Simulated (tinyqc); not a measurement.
Thin-body transistor below threshold, two-dimensional Poisson equation on a small mesh: one step of the calculation.

A thin body on a thick buried insulator of low permittivity, taken as carrying no normal field at the bottom of the body (row 0). Mobile charge is neglected (subthreshold), the body is fully depleted, and potentials are counted from the intrinsic level; rows run upward to the gate, columns from source to drain.

Problem. Over-relaxation sweep (omega = 1.16). Free nodes: rows 0..1, columns 1..3, taken row by row from row 0, left to right. t = (up psi(above) + dn psi(below) + lat [psi(left) + psi(right)] + s)/(up + dn + 2 lat), with the newest neighbours; psi(new) = psi + 1.16 (t - psi).

psi after iteration 1 (V):
```
,j=0,j=1,j=2,j=3,j=4
row 0,0.53000000,0.06194175,0.01426830,0.09191405,0.83000000
row 1,0.53000000,0.06541799,0.01445033,0.09759839,0.83000000
row 2,0.02000000,0.02000000,0.02000000,0.02000000,0.02000000
```

```
row,up,dn,lat,s (V)
0,29.683333,0,3.1615385,-0.31051240
1,31.687500,29.683333,3.4015385,-0.31051240
```

Give: psi after iteration 2.

Solution.

psi after iteration 2 (V):
```
,j=0,j=1,j=2,j=3,j=4
row 0,0.53000,0.09808,0.02088,0.15529,0.83000
row 1,0.53000,0.07608,0.02379,0.11773,0.83000
row 2,0.02000,0.02000,0.02000,0.02000,0.02000
```

tinyqc, about 0.1 s, one thread, Intel Xeon 2.30GHz (shared host): `OMP_NUM_THREADS=1 python tinyqc.py 2480167 2480168 out.jsonl`
